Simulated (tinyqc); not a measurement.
Pelgrom slope, floor and doping from two device sizes.

Question. s^2 = A^2/(L W) + s0^2, with s0 independent of size and A = (q/Cox) sqrt(Na Wd/3) from random dopants alone, Cox = 3.9 eps0/ti. Find A, s0 and Na.

Parameters, values chosen for the exercise: oxide-equivalent thickness in inversion ti = 1.5 nm.

Constants: q = 1.602176634e-19 C, eps0 = 8.8541878128e-14 F/cm where lengths are in cm. Results are converted to the units shown.

s for gate areas 0.0067 and 0.11 um^2 (mV): [7.09821681, 2.15776477]
Wd = 59.4322322 nm

Answer. s^2 is linear in 1/area: slope A^2, intercept s0^2.

A = 0.571 mV um
s0 = 1.30 mV
Na = 3.40e17 cm^-3

Numbers from tinyqc (`OMP_NUM_THREADS=1 python tinyqc.py 2090160 2090161 out.jsonl`; about 0.01 s on one thread of a shared Intel Xeon 2.30GHz).
